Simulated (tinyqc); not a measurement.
Band bending at a free surface with one surface level, surface photovoltage and Kelvin probe: two steps of the calculation.

n-type bulk, xi = Ec - EF = Vt ln(Nc/Nd), p0 = ni^2/Nd, ni = sqrt(Nc Nv) exp(-Eg/(2 Vt)), Eg in volts. b is the upward band bending, u = b/Vt. Space charge per area, in units of q: Qc = sign(b) sqrt((2 eps0 eps_r Vt/q) [(Nd + dn)(exp(-u) - 1) + Nd u + (p0 + dn)(exp(u) - 1)]), with dn the excess density under light (flat quasi-Fermi levels; 0 in the dark). The level holds -Ns f, f = 1/(1 + exp((xi + b - Es)/Vt)). Neutrality: Qc + Qf + (charge of the states) = 0.

Parameters, values chosen for the exercise; band and dielectric values close to those of silicon:
- T = 300 K (temperature)
- Eg = 1.11 eV (band gap)
- eps_r = 11.5 (relative permittivity)
- Nc = 2.85e19 cm^-3 (conduction-band density of states at T)
- Nv = 2.64e19 cm^-3 (valence-band density of states at T)
- Nd = 3.3e17 cm^-3 (donor density)
- Qf = 0 cm^-2 (fixed positive charge at the surface)
- Ns = 2e12 cm^-2 (density of an acceptor-like surface level)
- Es = 0.54 eV (its depth below the conduction edge)
- dn = 7.6e14 cm^-3 (excess carrier density under light)

Constants: q = 1.602176634e-19 C, kB = 1.380649e-23 J/K, Vt = kB T/q, eps0 = 8.8541878128e-14 F/cm where lengths are in cm. Results are converted to the units shown.

Question 1. Charges against band bending. Evaluate Qc, the surface charge Qf - Ns f and their sum in the dark; the root lies where the sum changes sign.

| point | b (V) |
|---|---|
| 0 | 0.123 |
| 1 | 0.205 |
| 2 | 0.287 |
| 3 | 0.369 |
| 4 | 0.451 |
| 5 | 0.534 |
| 6 | 0.616 |

Wanted: Qc; surface charge; sum.

Answer 1.

| point | Qc (cm^-2) | surface charge (cm^-2) | sum (cm^-2) |
|---|---|---|---|
| 0 | 6.391e11 | -2.000e12 | -1.361e12 |
| 1 | 8.669e11 | -2.000e12 | -1.133e12 |
| 2 | 1.047e12 | -1.990e12 | -9.437e11 |
| 3 | 1.200e12 | -1.792e12 | -5.927e11 |
| 4 | 1.335e12 | -5.317e11 | 8.037e11 |
| 5 | 1.460e12 | -2.879e10 | 1.431e12 |
| 6 | 1.573e12 | -1.224e9 | 1.572e12 |

The sum rises steadily with b, so there is one root; bisection gives b = 0.41042 V.

Question 2. Surface photovoltage. Under chopped light the surface charge keeps its dark value, so b falls to bL with Qc(bL, dn) = Qc(b, 0); the photovoltage is b - bL. Qc rises with b, so bL follows by bisection.

converged b = 0.41041856 V

Give: bL; photovoltage; share of b removed; excess holes at the surface, dn exp(bL/Vt).

Answer 2.

bL = 0.20998 V
photovoltage = 200.44 mV
share of b removed = 48.839 %
excess holes at the surface, dn exp(bL/Vt) = 2.5601e18 cm^-3

Numbers from tinyqc (`OMP_NUM_THREADS=1 python tinyqc.py 2430141 2430142 out.jsonl`; about 0.01 s on one thread of a shared Intel Xeon 2.30GHz).
